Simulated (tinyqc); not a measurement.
Comparisons within one model: two-band k.p model of the Delta valleys near the X point under shear strain. A value that a table varies takes the place of the one given here.

Valley pair on the [001] axis, kz counted from the X point, c = hbar^2/2m0, k0 = kx0 2 pi/a. H = (c kz^2/ml + c (kx^2 + ky^2)/mt + c k0^2/ml) 1 + (2 c k0 kz/ml) sigma_z + (D exy - 2 c kx ky/Mp) sigma_x, so E = c kz^2/ml + c (kx^2 + ky^2)/mt + c k0^2/ml -/+ sqrt((2 c k0 kz/ml)^2 + (D exy - 2 c kx ky/Mp)^2). Without strain the lower band has its minima, E = 0, at kz = +/- k0. Shifts from diagonal strain are left out.

For |eta| < 1: k_min = k0 sqrt(1 - eta^2), E_min = -Delta eta^2/2, ml(eta) = ml/(1 - eta^2), 1/m[110] = 1/mt + eta/Mp, 1/m[1-10] = 1/mt - eta/Mp. For |eta| > 1 the minimum sits at X: E_min = -Delta (2 |eta| - 1)/2, ml(eta) = ml/(1 - 1/|eta|), and eta is replaced by its sign in the transverse masses. Here Delta = 2 c k0^2/ml and eta = D exy/Delta.

s11 = (C11 + C12)/((C11 - C12)(C11 + 2 C12)), s12 = -C12/((C11 - C12)(C11 + 2 C12)), s44 = 1/C44; exx = s11 sxx + s12 (syy + szz) and cyclic, exy = s44 sxy/2; tension is positive. A uniaxial stress X along the unit vector n is s_ij = X n_i n_j.

Constants: hbar^2/2m0 = 3.80998211 eV angstrom^2; kB = 8.617333262e-05 eV/K.

Parameters, chosen for this exercise (near those of Si; shifted at random, so the results belong to these values and not to a real crystal):
- a = 5.421 angstrom (lattice constant)
- ml = 0.893 m0 (longitudinal mass)
- mt = 0.202 m0 (transverse mass)
- kx0 = 0.145 2 pi/a (distance of the minimum from X)
- D = 12.8 eV (shear deformation potential)
- Mp = 0.237 m0 (coupling mass)
- C11 = 163 GPa
- C12 = 64.8 GPa
- C44 = 81 GPa
- Xu = 8.76 eV (uniaxial potential)
- T = 200 K (temperature)
- exy = -0.0093 (shear strain)

## Sweep of the shear strain

Delta = 2 c k0^2/ml, eta = D exy/Delta.

The minimum:

| exy | eta | k_min/k0 | E_min (meV) | ml(eta) | m[110] | m[1-10] | density-of-states mass |
|---|---|---|---|---|---|---|---|
| 0.0000 | 0.000 | 1.000 | 0.0 | 0.893 | 0.2020 | 0.2020 | 0.332 |
| 0.0019 | 0.101 | 0.995 | -1.2 | 0.902 | 0.1860 | 0.2210 | 0.333 |
| 0.0047 | 0.250 | 0.968 | -7.5 | 0.952 | 0.1666 | 0.2566 | 0.344 |
| 0.0094 | 0.499 | 0.866 | -30.0 | 1.189 | 0.1417 | 0.3516 | 0.390 |
| 0.0141 | 0.749 | 0.663 | -67.6 | 2.033 | 0.1233 | 0.5584 | 0.519 |
| 0.0169 | 0.898 | 0.441 | -97.1 | 4.593 | 0.1144 | 0.8596 | 0.767 |
| 0.0226 | 1.200 | 0.000 | -168.8 | 5.352 | 0.1091 | 1.3678 | 0.928 |
| 0.0301 | 1.599 | 0.000 | -264.8 | 2.385 | 0.1091 | 1.3678 | 0.709 |

What can be read from the table?

The valleys reach X at eta = 1, that is exy = 0.0188. The shift is quadratic up to eta = 1 (-7.5 meV at eta = 0.25, -30.0 meV at 0.50) and linear beyond, while 1/m[110] rises linearly, taking m[110] from 0.202 to its floor 0.1091, a gain of 85 % in 1/m. ml(eta) diverges at eta = 1; the largest value listed is 5.35. A deformation-potential model with fixed masses misses all of this.

## Tension along [110]: repopulation and mass change

The z valleys move against the x and y valleys by Xu (ezz - exx) and, through the shear, by E_min. Share of the z valleys n = w/(w + 2 exp(dE/kT)), dE the total relative shift, w = sqrt(ml(eta) m[110] m[1-10]/(ml mt^2)). Along [110]: 1/m_c = n/m[110] + (1 - n)(1/ml + 1/mt)/2. Fixed masses means E_min = 0, w = 1, m[110] = mt. Gains are against 3/(1/ml + 2/mt) at a fixed scattering time.

Results:

| X (GPa) | Xu (ezz - exx) (meV) | E_min (meV) | m[110] | m_c fixed masses | m_c with shear | gain fixed (%) | gain with shear (%) |
|---|---|---|---|---|---|---|---|
| 0.00 | 0.0 | 0.0 | 0.2020 | 0.2722 | 0.2722 | 0.0 | 0.0 |
| 0.25 | -11.2 | -0.2 | 0.1952 | 0.2518 | 0.2462 | 8.1 | 10.6 |
| 0.50 | -22.3 | -0.8 | 0.1888 | 0.2341 | 0.2211 | 16.3 | 23.1 |
| 1.00 | -44.6 | -3.2 | 0.1772 | 0.2128 | 0.1866 | 27.9 | 45.9 |
| 1.50 | -66.9 | -7.3 | 0.1670 | 0.2051 | 0.1691 | 32.7 | 61.0 |
| 2.00 | -89.2 | -13.0 | 0.1579 | 0.2029 | 0.1583 | 34.2 | 72.0 |
| 3.00 | -133.8 | -29.1 | 0.1423 | 0.2021 | 0.1424 | 34.7 | 91.2 |

How do the results move?

At 1 GPa repopulation alone gives 27.9 % and the shear terms raise it to 45.9 %. From 2 to 3 GPa the fixed-mass gain grows by 0.5 points, towards its ceiling of 34.8 % when all electrons sit in the z valleys, whereas the gain with shear grows by 19.2 points because m[110] keeps falling.

## What each parameter does

Delta = 2 c k0^2/ml, eta = D exy/Delta. Each row changes one parameter from the base and keeps the others.

Results:

| case | eta | E_min (meV) | ml(eta) (m0) | m[110] (m0) | m[1-10] (m0) |
|---|---|---|---|---|---|
| base | -0.4939 | -29.40 | 1.1811 | 0.3489 | 0.1422 |
| ml = 0.95551 m0 | -0.5285 | -31.46 | 1.3258 | 0.3676 | 0.1393 |
| mt = 0.18786 m0 | -0.4939 | -29.40 | 1.1811 | 0.3087 | 0.1350 |
| kx0 = 0.15515 2 pi/a | -0.4314 | -25.68 | 1.0972 | 0.3195 | 0.1477 |
| D = 11.904 eV | -0.4593 | -25.43 | 1.1318 | 0.3320 | 0.1452 |
| Mp = 0.25359 m0 | -0.4939 | -29.40 | 1.1811 | 0.3330 | 0.1450 |
| exy = -0.00865 | -0.4594 | -25.43 | 1.1319 | 0.3320 | 0.1452 |

What does this show?

The largest shifts from the base row, up to three for each result and ties (the steps differ in size, so this ranks the rows, not the parameters). eta: kx0 +0.0625, D +0.0346, ml -0.0346; unchanged at the printed digits by mt and Mp. E_min (meV): D +3.97, exy +3.97, kx0 +3.72; unchanged at the printed digits by mt and Mp. ml(eta) (m0): ml +0.1447, kx0 -0.0839, D -0.0493, exy -0.0493; unchanged at the printed digits by mt and Mp. m[110] (m0): mt -0.0401, kx0 -0.0294, ml +0.0187. m[1-10] (m0): mt -0.0072, kx0 +0.0055, D +0.0030, exy +0.0030.

tinyqc: `OMP_NUM_THREADS=1 python tinyqc.py 1050078 1050079 out.jsonl`; about 0.01 s, one thread, shared Intel(R) Xeon(R) Processor @ 2.30GHz.
